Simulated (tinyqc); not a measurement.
# Trap and transport parameters from the curve

Problem. A layer shows an ohmic current q n0 mu V/L, then a square law (9/8) th eps0 eps_r mu V^2/L^3 above Vx = 8 q n0 L^2/(9 th eps0 eps_r), and trap filling at V_TFL = q Nt L^2/(2 eps0 eps_r). th = y/(1 + y), y = (Nc/Nt) exp(-Et/kB T). The square-law current at V is given. Find th, n0, Nt and Et.

Parameters, values chosen for the exercise: temperature T = 250 K; relative permittivity eps_r = 22.7; mobility mu = 0.00015 cm^2/(V s); thickness L = 4500 nm; band density of states Nc = 1.3e20 cm^-3; voltage V = 15 V.

Constants: q = 1.602176634e-19 C, kB = 1.380649e-23 J/K, Vt = kB T/q, eps0 = 8.8541878128e-14 F/cm where lengths are in cm. Results are converted to the units shown.

Mott-Gurney J = 1.3963702e-4 A/cm^2
Vx = 1.3768641 V
V_TFL = 121.06597 V

Solution. The square law gives th, Vx gives n0, V_TFL gives Nt, and th with Nt gives Et.

th = 0.1667
n0 = 1.600e13 cm^-3
Nt = 1.500e16 cm^-3
Et = 0.2300 eV

tinyqc, about 0.01 s, one thread, Intel Xeon 2.30GHz (shared host): `OMP_NUM_THREADS=1 python tinyqc.py 2370027 2370028 out.jsonl`
